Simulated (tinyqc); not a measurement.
## Narrowing from the saturation current

Inverse problem. A uniform n-type emitter has J0 = (q p0 D/L)(s + tanh(W/L))/(1 + s tanh(W/L)), D = mup Vt, s = S L/D, and p0 = (ni^2/N) exp(dE_app/kB T), where dE_app = dEg + kB T ln[(N/Nc) exp(-eta)]. Find p0, dE_app and dEg.

Parameters, values chosen for the exercise; band and dielectric values close to those of silicon: temperature T = 300 K; conduction-band density of states at 300 K Nc = 2.83e19 cm^-3; ionised donor density N = 1.3e20 cm^-3; minority-hole mobility mup = 200 cm^2/(V s); emitter width W = 67 nm; recombination velocity at the contact S = 5.6e6 cm/s.

Constants: q = 1.602176634e-19 C, kB = 1.380649e-23 J/K, Vt = kB T/q. Results are converted to the units shown.

J0 = 3564.8284 fA/cm^2
L = 372.89008 nm
ni = 1.0632307e10 cm^-3
converged eta = 3.0569260

Solution. J0 gives p0, its ratio to ni^2/N gives dE_app, and the degeneracy term is taken off.

p0 = 32.36 cm^-3
dE_app = 93.50 meV
dEg = 133.1 meV

Numbers from tinyqc (`OMP_NUM_THREADS=1 python tinyqc.py 2330056 2330057 out.jsonl`; about 0.01 s on one thread of a shared Intel Xeon 2.30GHz).
